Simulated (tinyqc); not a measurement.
Sharpness of the interface: valley splitting of a silicon quantum well in envelope theory.

The well lies at 0 < z < L; U(z) = V0 [1/(1 + exp(z/w)) + 1/(1 + exp((L - z)/w))] - e F z, 1 mV/nm = 1e-4 eV/angstrom. The envelope psi solves -(c/ml) psi'' + U psi = E psi, c = hbar^2/2m0, by three-point differences on a grid of 0.1 angstrom from -40 to L + 40 angstrom. The two valleys at +/- k0 couple through D = C0 times the integral of exp(-i q z) U(z) psi^2, q = 2 k0 (2 pi/a), and split by Ev = 2|D|.

Random alloy: with Y(z) = Yw + (Yb - Yw) B(z), B the bracket in U, and in-plane density exp(-r^2/ad^2)/(pi ad^2), D gains a random complex part of variance sigma^2 = (C0^2/pi)(a^2 V0/(8 ad (Yb - Yw)))^2 (4/a) times the integral of psi^4 Y (1 - Y). Alone it gives a mean splitting sqrt(pi) sigma; together with the smooth part the rms splitting is 2 sqrt(|D|^2 + sigma^2).

Constants: hbar^2/2m0 = 3.80998211 eV angstrom^2.

Parameters, chosen for this exercise (near those of a strained Si well in SiGe; the results hold for these values, not for the real material): L = 106 angstrom (well width); V0 = 0.19 eV (conduction offset); ml = 0.922 m0 (mass along z); F = 7.7 mV/nm (field pressing towards the upper interface); k0 = 0.844 2 pi/a (valley position); a = 5.431 angstrom (lattice constant); C0 = 0.272 (Bloch overlap factor); Yb = 0.29 (Ge share of the barrier); Yw = 0 (Ge share of the well); ad = 140 angstrom (dot radius); ws = (0.3, 0.7, 0.8, 1.5, 2, 2.7, 5) angstrom (interface widths).

The smooth part 2|D| and the disorder part against w, beside y/sinh(y) with y = pi q w. The 12 to 88 % width of the step is 4w.

Results:

| w (angstrom) | 4w (angstrom) | 2\|D\| (micro-eV) | y/sinh(y) | sqrt(pi) sigma (micro-eV) |
|---|---|---|---|---|
| 0.3 | 1.2 | 128.49 | 0.60 | 9.0 |
| 0.7 | 2.8 | 25.68 | 0.12 | 10.6 |
| 0.8 | 3.2 | 16.00 | 0.073 | 11.1 |
| 2.0 | 8.0 | 0.03 | 0.00012 | 18.8 |
| 2.7 | 10.8 | 0.00 | 2.1e-06 | 23.7 |
| 5.0 | 20.0 | 0.00 | 2.9e-12 | 37.8 |

Give the missing row, w (angstrom) = 1.5.

Computed row:
```
w (angstrom)  4w (angstrom)  2|D| (micro-eV)  y/sinh(y)  sqrt(pi) sigma (micro-eV)
1.5                     6.0             0.44     0.0019                       15.4
```

The smooth part needs a Fourier component of U psi^2 at a wavelength of 3.22 angstrom; from the first row to the third it falls by a factor 8.03, while y/sinh(y) falls by 8.27 (the envelope near the step and the phase between the two interfaces change too). The disorder part goes from 9.0 to 37.8 micro-eV, growing as the electron overlaps more alloy. It takes over between w = 0.8 and 1.5 angstrom, that is a step 3.2 to 6.0 angstrom wide, with 1.36 angstrom to an atomic layer.

Run: tinyqc, `OMP_NUM_THREADS=1 python tinyqc.py 1280420 1280421 out.jsonl`; Intel(R) Xeon(R) Processor @ 2.30GHz, one thread, shared host; about 0.2 s of CPU time with all checks.
